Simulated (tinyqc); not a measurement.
Specific resistance of a metal-semiconductor contact and its transmission-line measurement: one step, computed by the program tinyqc. Command: `OMP_NUM_THREADS=1 python tinyqc.py 3004623 3004624 out.jsonl contact walk`. One thread of a shared host (Intel(R) Xeon(R) Processor @ 2.30GHz), about 0.01 s of CPU time with the checks.

The barrier is parabolic (depletion approximation), energies E are normal energies counted from the band edge in the neutral semiconductor (downwards for holes), and the bias is zero. xi is an input, held fixed when other inputs move.

Task: Transmission and supply. WKB transmission for E < E_b, with a = E/E_b: D = exp{-(E_b/E_00) [sqrt(1 - a) - a ln((1 + sqrt(1 - a))/sqrt(a))]}; D = 1 above. f = 1/(1 + exp((E - xi)/k_B T)).

Inputs (values chosen for the exercise, modelled on n-type germanium): Fermi level above the band edge in the bulk, xi = 0.25 eV; temperature T = 300 K.

Image-force lowering: included.

barrier used, above the bulk band edge = 0.5868158 eV

E_00 = 203.2079 meV

Constants: k_B = 8.617333262e-05 eV/K.

Give: E, D, f and D f at E/E_b = 0.05, 0.15, 0.3, 0.45, 0.6, 0.75, 0.9, 0.98.

Result:

E, D, f and D f at E/E_b = 0.05, 0.15, 0.3, 0.45, 0.6, 0.75, 0.9, 0.98:
```
E/E_b,E (eV),D,f,D f
0.05,0.0293,0.0821,9.998e-01,8.206e-02
0.15,0.0880,0.1397,9.981e-01,1.394e-01
0.30,0.1760,0.2546,9.459e-01,2.409e-01
0.45,0.2641,0.4058,3.672e-01,1.490e-01
0.60,0.3521,0.5859,1.891e-02,1.108e-02
0.75,0.4401,0.7756,6.397e-04,4.961e-04
0.90,0.5281,0.9397,2.126e-05,1.998e-05
0.98,0.5751,0.9945,3.459e-06,3.440e-06
```
